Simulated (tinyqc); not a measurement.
Circuit elements from the admittance matrix.

Inverse problem. Y belongs to a common-source circuit with y11 = i w (Cgs + Cgd), y12 = -i w Cgd, y21 = gm - i w Cgd, y22 = gds + i w (Cgd + Cd) and a resistance Rg in series with the gate; w = 2 pi f. Find Rg, Cgs + Cgd, Cgd, gm, gds and Cd.

Parameters, values chosen for the exercise:
```
symbol,value,unit,meaning
f,1,GHz,signal frequency
```

Y with Rg (mS):
```
	1	2
1	0.0000103297+0.0313462063i	-0.0000044517-0.0135088469i
2	0.1534511191-0.0135594162i	0.0087488941+0.0414908156i
```

Answer. 1/Y11 = Rg + 1/(i w (Cgs + Cgd)) gives Rg; removing it from Z11 returns the inner y, whose parts are read off.

Rg = 10.51 ohm
Cgs + Cgd = 4.989 fF
Cgd = 2.150 fF
gm = 0.1535 mS
gds = 0.008747 mS
Cd = 4.450 fF

Numbers from tinyqc (`OMP_NUM_THREADS=1 python tinyqc.py 2150114 2150115 out.jsonl`; about 0.01 s on one thread of a shared Intel Xeon 2.30GHz).
